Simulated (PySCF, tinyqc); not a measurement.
Inside a calculation. Method: RHF in the sto-6g basis, for BeH+, spin multiplicity 1. The lowest restricted solution is unstable here: a spin-polarised one lies 0.0039 hartree lower (PySCF). One step of it, computed by the program tinyqc.

Task: Iteration 3: building the Fock matrix. J_ij = sum D_kl (ij|kl), K_ij = sum D_kl (ik|jl); F = H + J - 0.5 K; E = tr D H + tr D J / 2 - 0.25 tr D K + E_nn.

D after iteration 2, order 1Be 1s, 1Be 2s, 1Be 2px, 1Be 2py, 1Be 2pz, 2H 1s:
$$\begin{pmatrix}
2.035197 & -0.145494 & 0.000000 & 0.000000 & -0.129598 & -0.168491 \\
-0.145494 & 0.608279 & 0.000000 & 0.000000 & 0.413941 & 0.564036 \\
0.000000 & 0.000000 & 0.000000 & 0.000000 & 0.000000 & 0.000000 \\
0.000000 & 0.000000 & 0.000000 & 0.000000 & 0.000000 & 0.000000 \\
-0.129598 & 0.413941 & 0.000000 & 0.000000 & 0.282159 & 0.384347 \\
-0.168491 & 0.564036 & 0.000000 & 0.000000 & 0.384347 & 0.523576
\end{pmatrix}$$

core Hamiltonian H = T + V (hartree), order 1Be 1s, 1Be 2s, 1Be 2px, 1Be 2py, 1Be 2pz, 2H 1s:
$$\begin{pmatrix}
-8.243998 & -1.934025 & 0.000000 & 0.000000 & -0.010792 & -0.208609 \\
-1.934025 & -2.372518 & 0.000000 & 0.000000 & -0.101712 & -0.682289 \\
0.000000 & 0.000000 & -1.907313 & 0.000000 & 0.000000 & 0.000000 \\
0.000000 & 0.000000 & 0.000000 & -1.907313 & 0.000000 & 0.000000 \\
-0.010792 & -0.101712 & 0.000000 & 0.000000 & -1.979191 & -0.802113 \\
-0.208609 & -0.682289 & 0.000000 & 0.000000 & -0.802113 & -1.661389
\end{pmatrix}$$

Two-electron integrals (ij|kl) in chemists' order, unique and non-zero (hartree):
```
(11|11) 2.299996   (21|11) 0.361879   (21|21) 0.071926   (22|11) 0.570332
(22|21) 0.139654   (22|22) 0.417773   (31|31) 0.015252   (32|31) 0.022555
(32|32) 0.092340   (33|11) 0.570332   (33|21) 0.139654   (33|22) 0.417773
(33|33) 0.450117   (41|41) 0.015252   (42|41) 0.022555   (42|42) 0.092340
(43|43) 0.024258   (44|11) 0.570332   (44|21) 0.139654   (44|22) 0.417773
(44|33) 0.401601   (44|44) 0.450117   (51|51) 0.015252   (52|51) 0.022555
(52|52) 0.092340   (53|53) 0.024258   (54|54) 0.024258   (55|11) 0.570332
(55|21) 0.139654   (55|22) 0.417773   (55|33) 0.401601   (55|44) 0.401601
(55|55) 0.450117   (61|11) 0.039112   (61|21) 0.007574   (61|22) 0.014738
(61|33) 0.014616   (61|44) 0.014616   (61|51) 0.000756   (61|52) 0.001496
(61|55) 0.014982   (61|61) 0.000844   (62|11) 0.124372   (62|21) 0.031118
(62|22) 0.105257   (62|33) 0.100981   (62|44) 0.100981   (62|51) 0.004236
(62|52) 0.027589   (62|55) 0.113811   (62|61) 0.003662   (62|62) 0.044433
(63|31) 0.002567   (63|32) 0.012645   (63|53) 0.004417   (63|63) 0.003394
(64|41) 0.002567   (64|42) 0.012645   (64|54) 0.004417   (64|64) 0.003394
(65|11) 0.144729   (65|21) 0.036579   (65|22) 0.128709   (65|33) 0.121275
(65|44) 0.121275   (65|51) 0.006741   (65|52) 0.042744   (65|55) 0.143576
(65|61) 0.004467   (65|62) 0.061167   (65|65) 0.085924   (66|11) 0.297509
(66|21) 0.075711   (66|22) 0.286729   (66|33) 0.267535   (66|44) 0.267535
(66|51) 0.010573   (66|52) 0.092350   (66|55) 0.325117   (66|61) 0.009071
(66|62) 0.163042   (66|65) 0.236030   (66|66) 0.774999
```

nuclear repulsion = 1.19184057 hartree

Give: Coulomb J; exchange K; Fock matrix F; total energy of this density.

Result:

Coulomb J (hartree), order 1Be 1s, 1Be 2s, 1Be 2px, 1Be 2py, 1Be 2pz, 2H 1s:
$$\begin{pmatrix}
5.4776 & 0.9402 & 0.0000 & 0.0000 & 0.0300 & 0.1037 \\
0.9402 & 1.8549 & 0.0000 & 0.0000 & 0.1824 & 0.5432 \\
0.0000 & 0.0000 & 1.8298 & 0.0000 & 0.0000 & 0.0000 \\
0.0000 & 0.0000 & 0.0000 & 1.8298 & 0.0000 & 0.0000 \\
0.0300 & 0.1824 & 0.0000 & 0.0000 & 1.9052 & 0.6935 \\
0.1037 & 0.5432 & 0.0000 & 0.0000 & 0.6935 & 1.6914
\end{pmatrix}$$

exchange K (hartree), order 1Be 1s, 1Be 2s, 1Be 2px, 1Be 2py, 1Be 2pz, 2H 1s:
$$\begin{pmatrix}
4.6201 & 0.7421 & 0.0000 & 0.0000 & -0.0011 & 0.0843 \\
0.7421 & 0.5386 & 0.0000 & 0.0000 & 0.3636 & 0.4624 \\
0.0000 & 0.0000 & 0.1061 & 0.0000 & 0.0000 & 0.0000 \\
0.0000 & 0.0000 & 0.0000 & 0.1061 & 0.0000 & 0.0000 \\
-0.0011 & 0.3636 & 0.0000 & 0.0000 & 0.4089 & 0.4856 \\
0.0843 & 0.4624 & 0.0000 & 0.0000 & 0.4856 & 0.8695
\end{pmatrix}$$

Fock matrix F (hartree), order 1Be 1s, 1Be 2s, 1Be 2px, 1Be 2py, 1Be 2pz, 2H 1s:
$$\begin{pmatrix}
-5.0764 & -1.3649 & 0.0000 & 0.0000 & 0.0197 & -0.1471 \\
-1.3649 & -0.7869 & 0.0000 & 0.0000 & -0.1011 & -0.3703 \\
0.0000 & 0.0000 & -0.1305 & 0.0000 & 0.0000 & 0.0000 \\
0.0000 & 0.0000 & 0.0000 & -0.1305 & 0.0000 & 0.0000 \\
0.0197 & -0.1011 & 0.0000 & 0.0000 & -0.2785 & -0.3514 \\
-0.1471 & -0.3703 & 0.0000 & 0.0000 & -0.3514 & -0.4047
\end{pmatrix}$$

total energy of this density = -14.765541 hartree
